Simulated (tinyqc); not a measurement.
k.p values derived from sp3s* tight binding at Gamma, step by step. Values are carried at full precision from step to step, so a last printed digit may differ when a step is redone from the rounded ones.

At Gamma the states are two-level mixtures: s-like S+ (upper) and S- (lower) from [[Esa, Vss], [Vss, Esc]], p-like P- (valence) and P+ from [[Epa, Vxx], [Vxx, Epc]], and the bare s* levels. With real k in 1/angstrom and kz = 0, the phase sums over the four bonds are g0 = 1 - (a k/4)^2/2, g1 = i a kx/4, g3 = -(a/4)^2 kx ky to second order. Each mixture is written (anion, cation) with the anion part positive. c = hbar^2/2m0. No spin-orbit coupling.

Constants: hbar^2/2m0 = 3.80998211 eV angstrom^2.

Inputs chosen for the exercise (near a published set for GaSb, fitted to gaps, whose masses and valley positions are rough; not measured data):

| symbol | value | unit | meaning |
|---|---|---|---|
| Esa | -7.329 | eV | s level of the anion |
| Esc | -3.916 | eV | s level of the cation |
| Epa | 0.851 | eV | p level of the anion |
| Epc | 2.921 | eV | p level of the cation |
| Vss | -6.175 | eV | s-s |
| Vxx | 1.574 | eV | px-px |
| a | 6.098 | angstrom | lattice constant |
| Vsapc | 4.952 | eV | s anion, p cation |
| Vscpa | 4.663 | eV | s cation, p anion |
| Vxapc | 5.005 | eV | s* anion, p cation |
| Vpaxc | 4.201 | eV | p anion, s* cation |
| Exa | 6.62 | eV | s* level of the anion |
| Exc | 5.955 | eV | s* level of the cation |
| Vxy | 4.11 | eV | px-py |

## States at Gamma

Solve the two blocks.

States:

| state | E (eV) | anion part | cation part |
|---|---|---|---|
| S- | -12.02896 | 0.795730 | 0.605652 |
| P- | 0.00220 | 0.880177 | -0.474646 |
| S+ | 0.78396 | 0.605652 | -0.795730 |
| P+ | 3.76980 | 0.474646 | 0.880177 |

## Linear terms and the Kane energy

<s state|dH/dkx|x state> = i P with P = (a/4)(sa pc Vsapc + sc pa Vscpa), sa, sc and pa, pc being the parts of the two states; for s* on the anion P = (a/4) pc Vxapc, on the cation (a/4) pa Vpaxc. Ep = P^2/c for S+ to P-.

Couplings:

| pair | P (eV angstrom) | E(first) - E(second) (eV) |
|---|---|---|
| S+ to P- | -7.14905 | 0.78176 |
| S+ to P+ | 1.33949 | -2.98584 |
| S- to P- | 0.93823 | -12.03116 |
| s*a to P- | -3.62161 | 6.61780 |
| s*c to P- | 5.63702 | 5.95280 |

Ep = 13.414 eV

The two terms of S+ to P- have the same sign and add: S+ and P- both change sign from anion to cation. An on-site momentum element between s and p, which real atoms have, is absent from this model.

## Electron mass

m0/m = [<S+|d2H/dkx^2|S+>/2 + sum P^2/(E(S+) - E(P))]/c over P- and P+, with the direct term -(a/4)^2 sa sc Vss.

parts of m0/m: direct -1.815, from P- 17.159, from P+ -0.158

mass = 0.0658 m0

The valence band supplies 113 % of m0/m; the direct term, which stands in for the free-electron 1, is -1.82. Sets of this kind were fitted to gaps and often give too heavy a mass, by up to a factor of two.

## Valence parameters L, M, N and the Luttinger values

Direct terms d0 = -(a/4)^2 pa pc Vxx, dN = -2 (a/4)^2 pa pc Vxy for P-. F = sum P^2/(E(P-) - E(s)) over S+, S-, s*a, s*c. The y state of P- couples to the z state of P+ through Q = (a/4) Vxy (pa p'c - pc p'a), primes for P+, and H1 = Q^2/(E(P-) - E(P+)). L = d0 + F, M = d0 + H1, N = dN + F + H1; g1 = -(L + 2M)/(3c), g2 = -(L - M)/(6c), g3 = -N/(6c).

d0, dN, F, Q, H1 (eV angstrom^2; Q in eV angstrom): 1.5283  7.9812  -72.6233  6.2657  -10.4201

L, M, N (eV angstrom^2): -71.095  -8.892  -75.062

g1, g2, g3: 7.776  2.721  3.284

Along [100] the masses without spin-orbit coupling are c/|L| = 0.054 (one band) and c/|M| = 0.428 (two bands).

## Checks

- Electron mass against a finite difference of the full bands: 0.06585 against 0.06586.
- L and M against finite differences along [100]: largest relative difference 7.7e-05.
- Lowest curvature along [111], (L + 2M + 2N)/3, against a finite difference: -79.668 against -79.661.

tinyqc: `OMP_NUM_THREADS=1 python tinyqc.py 1482383 1482384 out.jsonl`; about 0.01 s, one thread, shared Intel(R) Xeon(R) Processor @ 2.30GHz.
